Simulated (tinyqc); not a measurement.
Ways to converge the cycle: SCF convergence aids in the aug-cc-pvdz basis, for He, spin multiplicity 1. Computed by the program tinyqc with PySCF. 

Geometry (angstrom):

| atom | x | y | z |
|---|---|---|---|
| He | 0.0000 | 0.0000 | 0.0000 |

lowest restricted solution found by these runs and by PySCF = -2.855705 hartree

RHF with one setting changed at a time; a run stops when the energy changes by less than 1e-09 hartree and the error matrix is below 1e-5. The start is the Wolfsberg-Helmholz matrix. Damping d keeps d of the old density; a shift (hartree) raises the virtual levels; DIIS n extrapolates F over n matrices.

Largest element of the error matrix X^T (FDS - SDF) X:

| iteration | plain | damping 0.3 | damping 0.6 | shift 0.4 | DIIS 3 | DIIS 8 |
|---|---|---|---|---|---|---|
| 1 | 4.8e-01 | 4.8e-01 | 4.8e-01 | 4.8e-01 | 4.8e-01 | 4.8e-01 |
| 2 | 3.6e-02 | 1.7e-01 | 3.0e-01 | 9.8e-02 | 3.6e-02 | 3.6e-02 |
| 3 | 4.4e-03 | 5.9e-02 | 1.9e-01 | 2.3e-02 | 2.8e-03 | 2.8e-03 |
| 4 | 8.8e-04 | 2.0e-02 | 1.2e-01 | 9.2e-03 | 7.8e-05 | 7.8e-05 |
| 5 | 1.9e-04 | 7.0e-03 | 7.6e-02 | 3.8e-03 | 3.1e-07 | 2.1e-07 |
| 6 | 4.3e-05 | 2.3e-03 | 4.7e-02 | 1.6e-03 | 7.1e-11 | 1.1e-07 |
| 8 | 2.2e-06 | 3.7e-04 | 1.9e-02 | 2.9e-04 | - | - |
| 10 | - | 7.1e-05 | 7.2e-03 | 5.4e-05 | - | - |
| 14 | - | 2.8e-06 | 1.1e-03 | - | - | - |
| 20 | - | - | 7.7e-05 | - | - | - |
| 30 | - | - | 1.6e-06 | - | - | - |

How each run ends:

| run | iterations | E (hartree) | state |
|---|---|---|---|
| plain | 8 | -2.855705 | lowest found |
| damping 0.3 | 17 | -2.855705 | lowest found |
| damping 0.6 | 36 | -2.855705 | lowest found |
| shift 0.4 | 13 | -2.855705 | lowest found |
| DIIS 3 | 6 | -2.855705 | lowest found |
| DIIS 8 | 6 | -2.855705 | lowest found |

6 of 6 runs reach the lowest restricted solution found, in 6 to 36 iterations (fastest: DIIS 3, DIIS 8). Plain steps already contract here, so damping only slows them. DIIS 3 and DIIS 8 gain by cancelling the error over several earlier matrices, much as a quasi-Newton step does.
